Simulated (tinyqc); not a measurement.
MOS inversion layer, Poisson-Schroedinger loop: two steps of the calculation.

Electrons confined at an insulator interface at z = 0, treated as a hard wall; parabolic valleys, Hartree approximation, no image or exchange terms. The depletion charge lies far deeper than the electrons and gives a uniform field q Nd/(eps0 eps_r); the gate balances all charge. Energies are counted from the band edge at the interface.

Parameters, values chosen for the exercise; masses and permittivity close to those of silicon (100):
```
symbol   value   unit                                     meaning
T          300      K                                 temperature
eps_r     11.6                              relative permittivity
mz1      0.932     m0  mass along z of valley set A (2 valley(s))
md1       0.19     m0    in-plane density-of-states mass of set A
md2      0.416     m0    in-plane density-of-states mass of set B
Ns        3e12  cm^-2                  sheet density of electrons
Nd      2.6e12  cm^-2           sheet density of depletion charge
```

Constants: q = 1.602176634e-19 C, kB = 1.380649e-23 J/K, hbar = 1.054571817e-34 J s, m0 = 9.1093837015e-31 kg, Vt = kB T/q, eps0 = 8.8541878128e-14 F/cm where lengths are in cm, hbar^2/(2 m0) = 0.0380998212 eV nm^2. Results are converted to the units shown.

Task 1. Fermi level and occupations. Level k holds N_k = D_k Vt ln(1 + exp((EF - E_k)/Vt)) with D = 2 md1 m0 q/(pi hbar^2) for the set A, D = 4 md2 m0 q/(pi hbar^2) for the set B per eV (spin included); EF is fixed by sum N_k = Ns.

levels (eV): A1 0.09361624, A2 0.16148794, B1 0.16012080, B2 0.27878904

Wanted: EF; N_k.

Result 1.

EF = 0.08126 eV
N_k (cm^-2): A1 1.980e12, A2 1.802e11, B1 8.312e11, B2 8.632e9

Task 2. Closed-form estimates. Triangular well: E_k = a_k (C F^2/mz)^(1/3), a_1 = 2.338107, a_2 = 4.087949, C = hbar^2/(2 m0), F in eV/nm. Fang-Howard (all electrons in the lowest level of set A): b^3 = 6 (mz1/C) q (Nd + 11 Ns/32)/(eps0 eps_r), centroid 3/b, level C b^2/(4 mz1) + (3/b) q (Nd + 11 Ns/16)/(eps0 eps_r). Use F = q (Nd + Ns)/(eps0 eps_r), the surface field, and F = q (Nd + Ns/2)/(eps0 eps_r).

Find: A1 with the surface field; A1 with Nd + Ns/2; A2 with Nd + Ns/2; b; Fang-Howard centroid; Fang-Howard level.

Result 2.

A1 with the surface field = 0.15857 eV
A1 with Nd + Ns/2 = 0.12881 eV
A2 with Nd + Ns/2 = 0.22522 eV
b = 2.0258 1/nm
Fang-Howard centroid = 1.4809 nm
Fang-Howard level = 0.14965 eV

Computed by the program tinyqc: `OMP_NUM_THREADS=1 python tinyqc.py 2160066 2160067 out.jsonl`, one thread of a shared Intel Xeon 2.30GHz, about 0.8 s for the whole run.
